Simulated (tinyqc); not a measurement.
Four, six or eight bands for the holes: eight-band Kane k.p model.

Eight-band Kane model, basis S, X, Y, Z times spin, zero of energy at the top of the unstrained valence band, c = hbar^2/2m0. Within each spin: H_SS = Eg + A c k^2, H_SX = i P kx (likewise Y, Z), H_XX = -Dso/3 + L kx^2 + M (ky^2 + kz^2), H_XY = N kx ky, and cyclic. Spin-orbit term (Dso/3) L.sigma on X, Y, Z with (L_k)_ij = -i epsilon_kij: <X+|H|Y+> = -i Dso/3, <X+|H|Z-> = Dso/3, <Y+|H|Z-> = -i Dso/3, <Z+|H|X-> = -Dso/3, <Z+|H|Y-> = i Dso/3, <X-|H|Y-> = i Dso/3, and their conjugates; + and - are the spin along z. Terms from inversion asymmetry are left out, so every level is twofold.

P = sqrt(Ep c); A = 1/me - Ep (Eg + 2 Dso/3)/(Eg (Eg + Dso)) keeps the electron mass; g1' = g1 - Ep/(3 Eg), g2' = g2 - Ep/(6 Eg), g3' = g3 - Ep/(6 Eg) remove the coupling to S that the Luttinger values already hold; L = -c (g1' + 4 g2'), M = -c (g1' - 2 g2'), N = -6 c g3'.

Constants: hbar^2/2m0 = 3.80998211 eV angstrom^2.

Inputs chosen for the exercise (near those of GaSb; shifted at random, so the results belong to these values and not to a real crystal):
```
symbol  value   unit        meaning
Eg      0.797   eV          gap at Gamma to the s-like level
Dso     0.737   eV          spin-orbit splitting
Ep      28.4    eV          Kane energy
me      0.0369  m0          electron mass at Gamma
g1      13.35               Luttinger gamma1
g2      4.72                gamma2
g3      6.01                gamma3
kmax    0.1     1/angstrom  end of the path
```

Unstrained, along [100]. Six bands: the X, Y, Z block alone with the full g1, g2, g3 in L, M, N. Four bands: the same with Dso sent to infinity. HH, LH and SO name the pairs from the top.

Valence levels (eV):
```
|k| (1/angstrom)     HH 4     HH 6     HH 8     LH 4     LH 6     LH 8     SO 6     SO 8
0.0167            -0.0041  -0.0041  -0.0041  -0.0241  -0.0238  -0.0232  -0.7514  -0.7451
0.0333            -0.0166  -0.0166  -0.0166  -0.0965  -0.0919  -0.0845  -0.7981  -0.7697
0.0500            -0.0372  -0.0372  -0.0372  -0.2171  -0.1930  -0.1675  -0.8882  -0.8113
0.0667            -0.0662  -0.0662  -0.0662  -0.3859  -0.3079  -0.2596  -1.0411  -0.8706
0.0833            -0.1035  -0.1035  -0.1035  -0.6030  -0.4175  -0.3536  -1.2757  -0.9477
0.1000            -0.1490  -0.1490  -0.1490  -0.8683  -0.5145  -0.4464  -1.5995  -1.0417
```

At |k| = 0.1000 the heavy holes of the three models span 0.0 meV and the light holes 421.9 meV. The split-off band moves the light hole by +353.8 meV and treating the conduction band exactly moves it by +68.1 meV more; the split-off band matters more here, where the four-band light-hole energy is 1.18 times Dso and 1.09 times Eg. The four-band light hole has even passed below -Dso = -0.737 eV, where that model has no meaning.

Computed by tinyqc, a small Python program: `OMP_NUM_THREADS=1 python tinyqc.py 1051012 1051013 out.jsonl` (the numbers bound the seed that draws the inputs); one thread of a shared host (Intel(R) Xeon(R) Processor @ 2.30GHz), about 0.09 s for the whole set of steps.
